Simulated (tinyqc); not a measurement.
Schottky barrier on an n-type semiconductor, non-linear Poisson equation by Newton steps: one step of the calculation.

One dimension, metal at x = 0, donor density C(x) = Nd, uniform. Energies are counted from the electron Fermi level of the semiconductor and the conduction-band edge is Ec = -psi, so n = Nc exp(psi/Vt); holes follow the Fermi level of the metal, at -V, so p = Nv exp((V - psi - Eg)/Vt). Ends: psi(0) = V - phiB and psi = Vt ln(Nd/Nc) deep inside. Boltzmann statistics, full ionisation, no current, no image force in the Poisson equation.

Task. Newton step. Solve the tridiagonal system a_(i-1) d_(i-1) + b_i d_i + a_i d_(i+1) = -F_i for nodes 1 to 8, with d = 0 on fixed nodes. Half of the step is added while the largest |d| exceeds 1.5 Vt, the full step after that.

Parameters, values chosen for the exercise:
```
symbol,value,unit,meaning
T,300,K,temperature
```

Constants: q = 1.602176634e-19 C, kB = 1.380649e-23 J/K, Vt = kB T/q. Results are converted to the units shown.

coupling a_i, interval 0 to 8 (F/cm^2): 1.5863753e-7  1.3128623e-7  1.0775380e-7  8.9936238e-8  7.3689692e-8  6.1079691e-8  5.0316750e-8  4.2460603e-8  3.3593830e-8

```
node  diagonal b (F/cm^2)  residual F (C/cm^2)
1           -2.8992376e-7                   ~0
2           -2.3904003e-7                   ~0
3           -1.9769003e-7                   ~0
4           -1.6362593e-7       -2.0343812e-18
5           -1.3526782e-7       -1.2885554e-11
6           -9.2818384e-7        -1.0565638e-8
7           -1.1071835e-6       -4.6789152e-11
8           -1.3215652e-6                   ~0
```

psi at the start, node 0 to 9 (V): -2.7000000  -2.2252837  -1.7157010  -1.1895299  -0.6960937  -0.2962013  -0.1097928  -0.1088629  -0.1088629  -0.1088629

Give: Newton step d, before damping; psi after iteration 1.

Result.

Newton step d, before damping, node 1 to 8 (V): -0.00119  -0.00263  -0.00439  -0.00649  -0.00905  -0.01201  -0.00059  -0.00002
psi after iteration 1, node 0 to 9 (V): -2.700  -2.226  -1.718  -1.194  -0.703  -0.305  -0.122  -0.109  -0.109  -0.109

tinyqc, about 0.04 s, one thread, Intel Xeon 2.30GHz (shared host): `OMP_NUM_THREADS=1 python tinyqc.py 2020085 2020086 out.jsonl`

~0 in a residual or rate marks an entry under 1e-11 of the largest of its column.
